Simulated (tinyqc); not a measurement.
Sampled drift against the exact one: kinetic Monte Carlo and master equation for a particle on a ring of sites with traps and bias. Computed by tinyqc, a small Python program. Command: `OMP_NUM_THREADS=1 python tinyqc.py 3010263 3010264 out.jsonl kmc walk`. One thread of a shared host (Intel(R) Xeon(R) Processor @ 2.30GHz), about 0.06 s of CPU time with the checks.

6 sites on a ring, numbered 1 to 6. The saddle between i and i+1 lies at E0 + s b_i and site i at s eps_i; a force F tilts the landscape, with the saddle half-way.

Inputs (values chosen for the exercise, for a model defect):

| quantity | value | unit |
|---|---|---|
| reference barrier E0 | 0.36 | eV |
| scale factor s of the disorder | 1 | - |
| attempt frequency nu | 12 | THz |
| temperature T | 280 | K |
| site spacing a | 3.3 | angstrom |
| force F along the ring | 0.008 | eV/angstrom |
| seed of the random numbers | 525187 | - |

Disorder: site traps.

site energies eps_i (eV): -0.06  0  -0.037  -0.06  0  0

saddle shifts b_i between sites i and i+1 (eV): 0  0  0  0  0  0

Constants: k_B = 8.617333262e-05 eV/K.

Method:
- Rates: k(i to i+1) = nu exp(-(E0 + s b_i - s eps_i - F a/2)/(k_B T)), k(i to i-1) = nu exp(-(E0 + s b_(i-1) - s eps_i + F a/2)/(k_B T)).
- Share right = k right/(k right + k left); mean stay = 1/(k right + k left).
- Master equation dP/dt = W P, W_(i+1,i) = k right, W_(i-1,i) = k left, columns summing to zero. The steady state is its null vector; drift v = a sum P_i (k right - k left). D = a^2 lambda''(0)/2, where lambda(q) is the leading eigenvalue of W with right hops weighted by exp(q) and left hops by exp(-q).
- The slowest relaxation rate is minus the real part of the next eigenvalue of W. 1 angstrom = 1e-8 cm.
- 400 independent walkers start on sites drawn with weights P_i (k right + k left), the steady shares of hops (random numbers not printed); the estimate is total displacement over total time, with its standard error from the spread between walkers.

occupations P_i: 0.379499  0.031569  0.146295  0.379499  0.031569  0.031569

drift velocity v = 0.0285703 cm/s

Drift from sampling:

| hops per walker | estimate (cm/s) | standard error (cm/s) | deviation in standard errors |
|---|---|---|---|
| 10 | 0.029034 | 0.0010419 | 0.4455 |
| 30 | 0.029706 | 0.0006258 | 1.8146 |
| 100 | 0.028907 | 0.0003317 | 1.0152 |
| 300 | 0.028533 | 0.0001935 | -0.1924 |
| 1000 | 0.028506 | 0.0001075 | -0.5994 |
| 3000 | 0.028496 | 0.0000614 | -1.2024 |

What follows from these numbers?

The exact drift is 0.02857 cm/s. The standard error falls by a factor 3.08 from 100 to 1000 hops (sqrt10 = 3.16), and in the last row it is 0.21 % of the drift.

Extremes, crossings and ranges named in words are read from the listed rows.
